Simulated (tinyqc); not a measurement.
Inside a calculation: thresholds of impact ionisation and Auger recombination from band masses. Values are carried at full precision from step to step, so a last printed digit may differ when a step is redone from the rounded ones.

Parabolic bands, no phonon. At threshold the three slow carriers share one velocity. With M their total mass and m4 the mass of the fast carrier, the fast carrier has the kinetic energy E_T = G M/(M - m4) and the slow ones together E_a = G m4/(M - m4), the activation energy of the Auger rate. CCCH (fast electron): G = Eg, M = 2 me + mh, m4 = me. CHHS (hole into the split-off band): G = Eg - Dso, M = 2 mh + me, m4 = ms; this form holds for Eg > Dso (below, the process needs about Dso - Eg and is marked by a dash). CHHL (hole into the light band): G = Eg, M = 2 mh + me, m4 = ml. CHHH (fast heavy hole): G = Eg, M = 2 mh + me, m4 = mh.

Constants: kB = 8.617333262e-05 eV/K; hbar^2/2m0 = 3.80998211 eV angstrom^2.

Parameters, chosen for this exercise (near those of InAs, gap at low temperature and not tied to T; the results hold for these values, not for the real material):

| symbol | value | unit | meaning |
|---|---|---|---|
| Eg | 0.417 | eV | gap at Gamma to the s-like level |
| Dso | 0.388 | eV | spin-orbit splitting |
| me | 0.0267 | m0 | electron mass at Gamma |
| mh | 0.41 | m0 | heavy-hole mass |
| ms | 0.143 | m0 | split-off mass |
| ml | 0.027 | m0 | light-hole mass |
| T | 300 | K | temperature |

## Thresholds of four processes

Give G, M, m4, E_T, E_a and E_a/kT.

Results:

| process | G (eV) | M | m4 | E_T (eV) | E_a (eV) | E_a/kT |
|---|---|---|---|---|---|---|
| CCCH | 0.4170 | 0.4634 | 0.0267 | 0.4425 | 0.0255 | 0.99 |
| CHHS | 0.0290 | 0.8467 | 0.1430 | 0.0349 | 0.0059 | 0.23 |
| CHHL | 0.4170 | 0.8467 | 0.0270 | 0.4307 | 0.0137 | 0.53 |
| CHHH | 0.4170 | 0.8467 | 0.4100 | 0.8085 | 0.3915 | 15.14 |

The lowest activation energy is that of CHHS (6 meV), then CHHL (14 meV). CHHS leads because G = Eg - Dso is small. At equal G a light fast carrier takes up the energy with little momentum, so little is asked of the slow ones; CHHH asks 0.94 Eg. For equal masses E_T would be 3/2 Eg; for electrons here it is 1.061 Eg.

## Momenta at the CCCH threshold

At the threshold of the parabolic CCCH process the fast electron has E_T = Eg M/(M - me), M = 2 me + mh, and the slow carriers E_a = E_T - Eg together. It has k4 = sqrt(me E_T/c), c = hbar^2/2m0; the slow carriers share k4 in proportion to their masses. Give the wave vectors and kinetic energies, and check that they add up to E_a.

k4 = 0.05569 1/angstrom

electron, electron, hole (1/angstrom): 0.00321  0.00321  0.04927

their kinetic energies (meV): 1.47  1.47  22.56

sum = 25.50 meV

The hole carries 88 % of the momentum and of the energy of the slow carriers.

## Non-parabolicity raises the threshold

Non-parabolic fast electron: E (1 + alpha E) = c k^2/me with alpha = (1 - me)^2/Eg; the slow carriers stay parabolic, so E_T = Eg + me E_T (1 + alpha E_T)/M, M = 2 me + mh (the root between Eg and 1.9 Eg).

Give alpha, E_T, E_a = E_T - Eg and k4.

alpha = 2.2717 1/eV
E_T = 0.4737 eV
E_a = 0.0567 eV
k4 = 0.08301 1/angstrom

E_a is 2.22 times the parabolic value, since an electron at E_T above the edge has 1 + alpha E_T = 2.08 times the squared momentum, and E_T itself is 1.07 times higher.

## Temperature dependence

For non-degenerate carriers at fixed densities the Auger coefficient goes as exp(-E_a/kT), up to slowly varying powers of T. Give exp(-E_a/kT) for the parabolic and the non-parabolic CCCH value, and the characteristic temperature T0 = kT^2/E_a of each.

Boltzmann factors: 0.3730  0.1117

T0 (K): 304  137

Non-parabolicity lowers the factor by 3.3 times; direct CCCH stays open at this temperature.

## Checks

- Largest energy that an electron at k4 can give to a pair, by numerical search, against Eg (eV): both 0.4170.

Run: tinyqc, `OMP_NUM_THREADS=1 python tinyqc.py 1850587 1850588 out.jsonl`; Intel(R) Xeon(R) Processor @ 2.30GHz, one thread, shared host; about 0.01 s of CPU time with all checks.
